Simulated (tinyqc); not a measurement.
Wider gaps pin less: metal-induced gap states at the contact of a metal chain and a two-band chain.

The semiconductor alternates sites A at -Eg/2 and C at +Eg/2 with hopping -t; the gap runs from -Eg/2 to Eg/2. In the gap cosh(q a) = 1 + (Eg^2/4 - E^2)/(2 t^2) and the amplitude changes by -exp(-q a) a period. The metal has site energy 0 and hopping -tm; its end site has g_m = (E - i sqrt(4 tm^2 - E^2))/(2 tm^2). Sites 1, 2, ... count into the semiconductor, with energies e1, e2 alternating. The clean half chain has g1 = 1/(E - e1 - t^2 g2), g2 = 1/(E - e2 - t^2 g1), decaying root. With the contact G11 = 1/(1/g1 - tc^2 g_m), and the density on site j is -Im G_jj/pi = |psi_j/psi_1|^2 (-Im G11/pi), per spin, with psi_2/psi_1 = -t g2, psi_3/psi_2 = -t g1.

Constants: e^2/(4 pi eps0) = 14.39964547 eV angstrom.

Inputs chosen for the exercise (gap and optical dielectric constant near those of Ge; the chain itself is a model; shifted at random, so the results belong to these values and not to a real crystal): Eg = 0.69 eV (gap); t = 2.42 eV (hopping in the semiconductor); tm = 2.2 eV (hopping in the metal); tc = 2.03 eV (hopping across the contact); end = C (site that touches the metal); a = 4 angstrom (period (two sites); one chain for each area a^2); eps = 15.5 (dielectric constant).

E = 0; Eg is varied and eps follows 1 + (eps0 - 1)(Eg0/Eg), with the given Eg and eps as Eg0 and eps0. xi = 1/(2q), N = 2 (summed density)/a^2, S = 1/(1 + 4 pi e^2 N xi/eps).

Against the gap:

| Eg (eV) | eps | xi (angstrom) | summed density (1/eV) | S | S at fixed eps |
|---|---|---|---|---|---|
| 0.50 | 21.01 | 19.37 | 0.6076 | 0.073 | 0.055 |
| 0.75 | 14.34 | 12.92 | 0.4019 | 0.109 | 0.117 |
| 1.10 | 10.10 | 8.82 | 0.2707 | 0.158 | 0.223 |
| 2.30 | 5.35 | 4.25 | 0.1232 | 0.311 | 0.567 |
| 3.40 | 3.94 | 2.90 | 0.0790 | 0.432 | 0.749 |
| 5.50 | 2.82 | 1.85 | 0.0433 | 0.609 | 0.895 |
| 9.00 | 2.11 | 1.20 | 0.0214 | 0.784 | 0.964 |

Give the missing row, Eg (eV) = 1.50.

Computed row:
```
Eg (eV)   eps  xi (angstrom)  summed density (1/eV)      S  S at fixed eps
1.50     7.67           6.48                 0.1955  0.211           0.351
```

From Eg = 0.5 to 9 eV xi falls by a factor 16.1 and the summed density by 28.4, so at fixed eps S rises from 0.06 to 0.96. The weaker screening of wide-gap solids works against this: with it S goes from 0.07 to 0.78.

tinyqc: `OMP_NUM_THREADS=1 python tinyqc.py 1451634 1451635 out.jsonl`; about 0.01 s, one thread, shared Intel(R) Xeon(R) Processor @ 2.30GHz.
